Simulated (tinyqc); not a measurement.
Wannier functions of a composite (isolated) pair of valence bands (bonds of an sp chain): sweeps and comparisons. A value that a table varies takes the place of the one given here.

Each atom has a hybrid pointing left (<) and right (>). H(k): diagonal +V3 on A, -V3 on B; <A<|A>> = -V1a, <B<|B>> = -V1b, <A>|B<> = -V2, <B>|A<> = -V2p exp(ik); k in 1/a, Bloch sums with exp(ikR). The two lowest bands are filled. Trial functions in cell 0: g1 = cos(c) A> + sin(c) B<, and g2 = sin(c) B> + cos(c) A< of cell 1, whose Bloch vector has cos(c) exp(-ik) on A<. Projection A_mn = <psi_m|g_n>, S = A^+ A, Loewdin U = A S^(-1/2), Bloch-like states w_n = sum_m psi_m U_mn, H_W(k) = U^+ diag(E) U. P = sum_m |psi_m><psi_m| is free of phase choices, and S = g^+ P g, w = P g S^(-1/2).

Values chosen for the exercise:
- V2 = 3.16 eV (coupling in the bond A-B inside the cell)
- V2p = 2.69 eV (coupling in the bond to the next cell)
- V1a = 1.54 eV (coupling of the two hybrids on A)
- V1b = 1.64 eV (the same on B)
- V3 = 0 eV (A at +V3, B at -V3)
- xb = 0.47 a (position of B (A at 0))
- c = 45 degrees (trial bonds cos(c) on A, sin(c) on B)

## Choice of the trial bonds

N = 12; centres and spreads in real space with point-like hybrids at R and R + xb; smallest eigenvalue of S over the mesh.

Trial angle:
```
c (deg),smallest S,centre 1 (a),centre 2 (a),sum of centres,total spread (a^2),"H_12(R = 0), mean over k (eV)"
15,0.513,0.2361,0.7339,0.9700,0.1539,-0.8191
30,0.761,0.2361,0.7339,0.9700,0.1523,-0.8041
45,0.920,0.2361,0.7339,0.9700,0.1518,-0.7902
55,0.831,0.2361,0.7339,0.9700,0.1520,-0.7807
65,0.683,0.2361,0.7339,0.9700,0.1526,-0.7702
75,0.513,0.2361,0.7339,0.9700,0.1538,-0.7579
85,0.341,0.2361,0.7339,0.9700,0.1561,-0.7421
```

The sum of the centres stays at 0.9700 a within 0.0000: it gives the electronic polarisation, modulo a, and is fixed by the filled space. Single centres move by less than 0.0001 a here and H_12(0), a matter of gauge, moves by 77 meV. The total spread runs only from 0.1518 to 0.1561 a^2, so the orthogonalisation repairs even poor trials; the projection is best at c = 45 degrees among these rows, and the two bonds, isolated, have c = 45 and 45.

## Interpolating the pair or each band alone

Largest error on 25 points from 0 to pi. Pair: diagonalise the Hermitian part of sum_R exp(ikR) H(R) over the N cells nearest the origin, with H(R) the mean of exp(-ikR) H_W(k) on the mesh k = 2 pi j/N. Alone: the cosine series of each sorted band on the same mesh.

Errors (meV):
```
N,pair,each band alone
3,40.48611,260.15707
4,16.31664,83.45110
5,6.65782,117.78267
6,1.71742,34.77198
8,0.31199,16.94868
10,0.06142,8.58281
14,0.00359,3.03894
```

smallest spacing of the two filled bands = 0.4805 eV

At N = 6 the pair errs by 1.7 meV and the single bands by 35; at N = 10, 0.061 against 8.6. Both fall exponentially: the pair at a rate tied to the gap to the empty bands (2.64 eV), the single bands at a slower one tied to their own spacing (0.481 eV at the closest). Not every column falls at every step, since even meshes hold k = pi and odd ones do not.

## What each parameter does

N = 12: centres, total spread (point-like hybrids at R and R + xb) and H_12(0). Each row changes one parameter from the base and keeps the others.

Results:
```
case,centre 1 (a),centre 2 (a),total spread (a^2),H_12(0) (eV)
base,0.2361,0.7339,0.1518,-0.7902
V2 = 3.56 eV,0.2359,0.7341,0.1476,-0.7937
V2p = 3.09 eV,0.2359,0.7341,0.1473,-0.7942
V1a = 1.74 eV,0.2339,0.7361,0.1570,-0.7818
V1b = 1.84 eV,0.2384,0.7316,0.1569,-0.8864
V3 = 0.4 eV,0.2615,0.6987,0.1490,-0.8952
xb = 0.52 a,0.2611,0.7589,0.1516,-0.7902
```

The largest shifts from the base row, up to three for each result and ties (the steps differ in size, so this ranks the rows, not the parameters). centre 1 (a): V3 +0.0254, xb +0.0250, V1b +0.0023. centre 2 (a): V3 -0.0352, xb +0.0250, V1b -0.0023. total spread (a^2): V1a +0.0052, V1b +0.0051, V2p -0.0045. H_12(0) (eV): V3 -0.1050, V1b -0.0961, V1a +0.0084; unchanged at the printed digits by xb.

(tinyqc, `OMP_NUM_THREADS=1 python tinyqc.py 1451907 1451908 out.jsonl`, Intel(R) Xeon(R) Processor @ 2.30GHz, 1 thread, shared host, about 0.2 s.)
